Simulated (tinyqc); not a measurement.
## Strained alloy layer of GaSb and GaAs on (001) InP, model-solid band line-up: transition against well width

The layer is x parts of the first compound and 1 - x of the second, grown coherently on the third as substrate and barrier. Rows of the table: lattice constant a, average valence level Ea on an absolute scale, spin-orbit splitting so, gaps at Gamma, X and L, hydrostatic deformation potentials av and ac (Gamma), shear potential b, elastic constants, electron and heavy-hole (along z) masses. All are interpolated linearly in x; gaps get -C x (1 - x), taken wholly in the conduction band; real line-ups can differ from this model by 0.1 eV or more.

In-plane strain e = (a_substrate - a)/a, e_z = -2 (c12/c11) e, volume change 2 e + e_z. With v = 2 e + e_z and d = 2 b (e_z - e): Eav = Ea + av v; E_hh = Eav + so/3 - d/2; E_lh = Eav - so/6 + d/4 + sqrt(so^2 + so d + 9 d^2/4)/2; E_c = Ea + so/3 + EG + ac v (Gamma). Substrate: E_v = Ea + so/3, E_c = E_v + EG. Well depths: dEc = E_c(substrate) - E_c, dEhh = E_hh - E_v(substrate), dElh likewise; strained Gamma gap E_c - max(E_hh, E_lh); positive values confine carriers in the layer. Lowest level of a finite well of width Lw and depth V: kw Lw/2 = arctan(sqrt((mw/mb)(V - E)/E)), kw = sqrt(mw E/C), C = hbar^2/(2 m0), for electrons (dEc) and heavy holes (dEhh), mb from the substrate; transition E_c - E_hh + both levels, without exciton binding; wavelength h c/E.

Inputs (values chosen for the exercise): fraction of the first compound in the layer x = 0.41; bowing of the Gamma gap CG = 1.43 eV; bowing of the X gap CX = 1.2 eV; bowing of the L gap CL = 1.2 eV.

Constants: q = 1.602176634e-19 C, hbar = 1.054571817e-34 J s, h = 6.62607015e-34 J s, m0 = 9.1093837015e-31 kg, c = 299792458 m/s, hbar^2/(2 m0) = 0.0380998212 eV nm^2. Results are converted to the units shown.

Binary compounds, values chosen for the exercise:

|  | close to GaSb | close to GaAs | close to InP |
|---|---|---|---|
| a (angstrom) | 6.096 | 5.653 | 5.869 |
| Ea (eV) | -6.25 | -6.92 | -7.04 |
| so (eV) | 0.768 | 0.34 | 0.109 |
| EG (eV) | 0.72 | 1.42 | 1.34 |
| EX (eV) | 1.03 | 1.91 | 2.2 |
| EL (eV) | 0.807 | 1.71 | 1.92 |
| av (eV) | 0.796 | 1.16 | 1.26 |
| ac (eV) | -6.92 | -7.09 | -5.08 |
| b (eV) | -1.98 | -1.7 | -1.68 |
| c11 (GPa) | 88.7 | 118 | 102 |
| c12 (GPa) | 40.5 | 54.6 | 55.9 |
| me (m0) | 0.0385 | 0.0675 | 0.0807 |
| mh (m0) | 0.249 | 0.348 | 0.534 |

Results:

| Lw (nm) | electron level (meV) | heavy-hole level (meV) | transition energy (eV) | wavelength (nm) |
|---|---|---|---|---|
| 1.5 | 62.52 | 159.0 | 0.9781 | 1268 |
| 3 | 52.52 | 66.75 | 0.8759 | 1416 |
| 4.3 | 43.95 | 39.22 | 0.8398 | 1476 |
| 6.1 | 34.35 | 22.41 | 0.8133 | 1524 |
| 8.7 | 24.79 | 12.26 | 0.7936 | 1562 |
| 12 | 17.32 | 6.925 | 0.7808 | 1588 |
| 18 | 10.22 | 3.287 | 0.7701 | 1610 |
| 25 | 6.323 | 1.770 | 0.7647 | 1621 |

Estimate the missing row, Lw = 2.1 nm.

Computed row:

| Lw (nm) | electron level (meV) | heavy-hole level (meV) | transition energy (eV) | wavelength (nm) |
|---|---|---|---|---|
| 2.1 | 58.74 | 107.3 | 0.9226 | 1344 |

With this row back in the table: The wavelength rises from 1268 to 1621 nm, towards 1639 nm for E_c - E_hh alone. The electron level goes as Lw^(-0.19) in the thinnest wells, where it reaches 92.8 % of the depth dEc = 67.3 meV, and as Lw^(-1.46) in the widest. One monolayer (a/2) more shifts the transition by about -10 meV at Lw = 3 nm. For Lw = 25 the layer exceeds hc = 18.8 nm, the single-layer Matthews-Blakeslee thickness for this strain (a capped well tolerates about twice as much).

Computed by the program tinyqc: `OMP_NUM_THREADS=1 python tinyqc.py 2690004 2690005 out.jsonl`, one thread of a shared Intel Xeon 2.30GHz, about 0.01 s for the whole run.
